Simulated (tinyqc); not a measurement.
Two-diode model of a solar cell: effect of the saturation current of the second diode (ideality 2).

J is the current delivered and Vj = V + J Rs the junction voltage. J = X JL - J01 (exp(Vj/(n1 Vt)) - 1) - J02 (exp(Vj/(2 Vt)) - 1) - Vj/Rp. The photocurrent does not depend on voltage.

Jsc at V = 0, Voc at J = 0, the maximum power point where J (1 + 2 Rs G) = G Vj with G = -dJ/dVj; FF = Vmp Jmp/(Voc Jsc); efficiency Vmp Jmp/(X Pin). Empirical fill factor without parasitics FF0 = (v - ln(v + 0.72))/(v + 1), v = Voc/(n1 Vt).

Values chosen for this exercise; values of the order met in cells of silicon: temperature T = 348 K; photocurrent at one sun JL = 41.4 mA/cm^2; concentration X = 1 suns; saturation current of the first diode J01 = 6.1e-10 A/cm^2; ideality factor of the first diode n1 = 1; series resistance Rs = 0.16 ohm cm^2; shunt resistance Rp = 90000 ohm cm^2; incident power at one sun Pin = 100 mW/cm^2.

Constants: q = 1.602176634e-19 C, kB = 1.380649e-23 J/K, Vt = kB T/q. Results are converted to the units shown.

Effect of the saturation current of the second diode (ideality 2):
```
J02 (A/cm^2),Jsc (mA/cm^2),Voc (V),Vmp (V),Jmp (mA/cm^2),FF,efficiency (%),FF0
4e-9,41.400,0.54075,0.45165,38.780,0.78237,17.515,0.79344
1e-8,41.400,0.54072,0.45158,38.774,0.78218,17.510,0.79343
4e-8,41.400,0.54054,0.45123,38.744,0.78121,17.482,0.79338
1e-7,41.400,0.54018,0.45052,38.683,0.77929,17.428,0.79328
4e-7,41.400,0.53839,0.44702,38.401,0.77016,17.166,0.79280
1e-6,41.400,0.53482,0.44015,37.925,0.75392,16.693,0.79183
4e-6,41.399,0.51750,0.41035,36.620,0.70141,15.027,0.78698
1e-5,41.399,0.48814,0.37249,35.744,0.65886,13.314,0.77815
```

Read the table: what changes, and by how much?

As J02 goes from 4e-9 to 1e-5, Voc falls from 0.541 to 0.488 V, FF falls from 0.782 to 0.659 and the efficiency falls from 17.5 to 13.3 %. Voc changes by -73.8 mV a decade between the last two rows and -0.0900 mV between the first two.

Computed by the program tinyqc: `OMP_NUM_THREADS=1 python tinyqc.py 2280133 2280134 out.jsonl`, one thread of a shared Intel Xeon 2.30GHz, about 0.02 s for the whole run.
